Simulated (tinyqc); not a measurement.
What each parameter does: trap in a gate oxide as a short-range spherical well.

A spherical well of radius R and depth V0 below the conduction edge, one mass m, c = hbar^2/2m0. The s level at binding Et solves k cot(k R) = -kappa with k = sqrt(m (V0 - Et)/c), kappa = sqrt(m Et/c); it exists for V0 > Vc = c (pi/2R)^2/m. Outside, psi falls as exp(-kappa r)/r.

Energies from the conduction edge of the channel. The trap level at depth x is E_T = dEc - Et - e Fox x (1 MV/cm = 0.01 eV/angstrom). An electron at the channel edge tunnels with the WKB exponent S = (4/3) sqrt(m/c) [dEc^(3/2) - (dEc - e Fox x)^(3/2)]/(e Fox), c = hbar^2/2m0; tau = t0 exp(S); the occupation is f = 1/(1 + exp((E_T - EF)/kB T)), tau_c = tau/f and tau_e = tau/(1 - f). Lattice relaxation is left out; a level below the channel edge needs phonons as well, so tau is then a lower bound, while a level above it can also empty elastically at its own energy, through a thinner barrier, faster than this tau.

Constants: hbar^2/2m0 = 3.80998211 eV angstrom^2; kB = 8.617333262e-05 eV/K.

Values chosen for the exercise (near those of SiO2 on Si; the results hold for these values, not for the real material):
```
symbol  value  unit       meaning
R       3.8    angstrom   radius of the well
V0      5.4    eV         depth of the well
m       0.472  m0         mass
dEc     3      eV         conduction offset to the channel
Fox     2.7    MV/cm      oxide field, lowering levels away from the channel
t0      28     x 1e-11 s  time constant at the interface
T       300    K          temperature
EF      -0.12  eV         Fermi level above the channel edge
x       6      angstrom   depth of the trap
```

Et from the well, then the level and the time.

Results for these values:
```
case  Et (eV)  E_T (eV)  log10 tau (s)  ln(tau_c/tau_e)
base    2.428     0.410          -6.42             20.5
```

What happens to each result for dEc = 2.76 eV, all else kept?

Answer: Et does not change at the printed digits; E_T falls from 0.410 to 0.170; log10 tau falls from -6.42 to -6.55; ln(tau_c/tau_e) falls from 20.5 to 11.2.

The same for each parameter in turn:
```
case             Et (eV)  E_T (eV)  log10 tau (s)  ln(tau_c/tau_e)
base               2.428     0.410          -6.42             20.5
x = 8 angstrom     2.428     0.356          -5.39             18.4
Fox = 3.7 MV/cm    2.428     0.350          -6.44             18.2
dEc = 2.76 eV      2.428     0.170          -6.55             11.2
m = 0.519 m0       2.615     0.223          -6.27             13.3
V0 = 5.67 eV       2.651     0.187          -6.42             11.9
T = 350 K          2.428     0.410          -6.42             17.6
EF = -0.07 eV      2.428     0.410          -6.42             18.6
```

Program tinyqc; command `OMP_NUM_THREADS=1 python tinyqc.py 1281802 1281803 out.jsonl`; about 0.01 s on one thread of a shared Intel(R) Xeon(R) Processor @ 2.30GHz.
